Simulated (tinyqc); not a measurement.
Electrons shared among three sets of ellipsoidal valleys: sweeps and comparisons. A value that a table varies takes the place of the one given here.

F_j(eta) = (1/Gamma(j + 1)) integral_0^infinity x^j dx/(1 + exp(x - eta)), which tends to exp(eta) for eta << 0.

Sets X, L, Gamma: N_i = M_i times N = 2 (m kB T/(4 pi c))^(3/2) with c = hbar^2/2m0, in 1/angstrom^3; times 1e24 for 1/cm^3, m = (ml mt^2)^(1/3); n = sum_i N_i F_1/2((EF - dE_i)/kT), energies from the edge of the first set; mu_drift = sum of share times mobility.

Constants: hbar^2/2m0 = 3.80998211 eV angstrom^2; kB = 8.617333262e-05 eV/K.

Parameters, chosen for this exercise (masses and offsets near those of GaP; mobilities are free inputs, held fixed; the results hold for these values, not for the real material):

| symbol | value | unit | meaning |
|---|---|---|---|
| dE | (0, 0.348, 0.45) | eV | edges of X, L, Gamma above the first |
| M | (3, 4, 1) |  | valleys in each set |
| ml | (2.008, 1.198, 0.128) | m0 | longitudinal masses of X, L, Gamma |
| mt | (0.2516, 0.1547, 0.128) | m0 | transverse masses |
| mu | (240, 470, 1500) | cm^2/(V s) | mobility of each set |
| n | 3e+19 | 1/cm^3 | total electron density |
| T | 300 | K |  |

## Transfer between valleys with temperature

Offsets, masses and mobilities are held fixed; n is fixed too, so the high values of T stand for hot electrons, not for the lattice.

Populations:

| T (K) | EF (eV) | share X | share L | share Gamma | mu_drift |
|---|---|---|---|---|---|
| 77 | 0.0325 | 1.0000 | 0.0000 | 0.0000 | 240 |
| 150 | 0.0287 | 1.0000 | 0.0000 | 0.0000 | 240 |
| 300 | 0.0129 | 1.0000 | 0.0000 | 0.0000 | 240 |
| 450 | -0.0110 | 0.9999 | 0.0001 | 0.0000 | 240 |
| 600 | -0.0409 | 0.9991 | 0.0009 | 0.0000 | 240 |
| 900 | -0.1139 | 0.9922 | 0.0076 | 0.0001 | 242 |
| 1200 | -0.2009 | 0.9770 | 0.0224 | 0.0006 | 246 |
| 2000 | -0.4823 | 0.9184 | 0.0786 | 0.0029 | 262 |

The share of X goes from 1.000 to 0.918 and the mean mobility from 240 to 262 cm^2/(V s). X holds more than L throughout. The share of Gamma is at most 0.0029.

## Transfer between valleys with doping

Parabolic valleys; band tails and gap narrowing are left out.

Populations:

| n (1/cm^3) | EF (eV) | share X | share L | share Gamma | mu_drift |
|---|---|---|---|---|---|
| 1.0e+16 | -0.2041 | 1.0000 | 0.0000 | 0.0000 | 240 |
| 1.0e+17 | -0.1445 | 1.0000 | 0.0000 | 0.0000 | 240 |
| 1.0e+18 | -0.0847 | 1.0000 | 0.0000 | 0.0000 | 240 |
| 3.0e+18 | -0.0556 | 1.0000 | 0.0000 | 0.0000 | 240 |
| 1.0e+19 | -0.0221 | 1.0000 | 0.0000 | 0.0000 | 240 |
| 3.0e+19 | 0.0129 | 1.0000 | 0.0000 | 0.0000 | 240 |
| 1.0e+20 | 0.0665 | 1.0000 | 0.0000 | 0.0000 | 240 |

The share of X stays near 1.000, so the mean mobility hardly moves. X holds more than L throughout. The share of Gamma is at most 4.1e-09.

## Moving the second set by strain or alloying

The second entry of dE is replaced by the values listed; a negative value puts that set lowest.

Populations:

| offset (eV) | EF (eV) | share X | share L | share Gamma | mu_drift |
|---|---|---|---|---|---|
| -0.100 | -0.0718 | 0.0544 | 0.9456 | 0.0000 | 457 |
| -0.050 | -0.0307 | 0.2473 | 0.7527 | 0.0000 | 413 |
| 0.000 | -0.0036 | 0.6123 | 0.3877 | 0.0000 | 329 |
| 0.025 | 0.0043 | 0.7786 | 0.2214 | 0.0000 | 291 |
| 0.050 | 0.0089 | 0.8919 | 0.1081 | 0.0000 | 265 |
| 0.100 | 0.0123 | 0.9812 | 0.0188 | 0.0000 | 244 |
| 0.150 | 0.0128 | 0.9972 | 0.0028 | 0.0000 | 241 |
| 0.200 | 0.0129 | 0.9996 | 0.0004 | 0.0000 | 240 |
| 0.300 | 0.0129 | 1.0000 | 0.0000 | 0.0000 | 240 |

The share of X goes from 0.054 to 1.000 and the mean mobility from 457 to 240 cm^2/(V s). X and L hold equal numbers between offset = -0.05 and 0 eV. The share of Gamma is at most 1.7e-09. With Boltzmann statistics the first two sets are equal at kT ln(N_2/N_1) = -0.0118 eV.

## What moves the populations

All else solved anew. Each row changes one parameter from the base and keeps the others.

Results:

| case | EF (eV) | share X | share L | share Gamma | mu_drift (cm^2/(V s)) |
|---|---|---|---|---|---|
| base | 0.0129 | 1.0000 | 0.0000 | 0.0000 | 240 |
| T = 350 K | 0.0057 | 1.0000 | 0.0000 | 0.0000 | 240 |
| n = 9e+19 1/cm^3 | 0.0606 | 1.0000 | 0.0000 | 0.0000 | 240 |
| dE = (0, 0.2784, 0.45) eV | 0.0129 | 1.0000 | 0.0000 | 0.0000 | 240 |
| mt = (0.2516, 0.1856, 0.128) m0 | 0.0129 | 1.0000 | 0.0000 | 0.0000 | 240 |
| ml = (2.008, 1.4376, 0.128) m0 | 0.0129 | 1.0000 | 0.0000 | 0.0000 | 240 |
| mu = (288, 470, 1500) cm^2/(V s) | 0.0129 | 1.0000 | 0.0000 | 0.0000 | 288 |

The largest shifts from the base row, up to three for each result and ties (the steps differ in size, so this ranks the rows, not the parameters). EF (eV): n +0.0477, T -0.0072; unchanged at the printed digits by dE, mt, ml and mu. share X: unchanged at the printed digits by T, n, dE, mt, ml and mu. share L: unchanged at the printed digits by T, n, dE, mt, ml and mu. share Gamma: unchanged at the printed digits by T, n, dE, mt, ml and mu. mu_drift (cm^2/(V s)): mu +48; unchanged at the printed digits by T, n, dE, mt and ml.

Computed by tinyqc, a small Python program: `OMP_NUM_THREADS=1 python tinyqc.py 1681981 1681982 out.jsonl` (the numbers bound the seed that draws the inputs); one thread of a shared host (Intel(R) Xeon(R) Processor @ 2.30GHz), about 0.01 s for the whole set of steps.
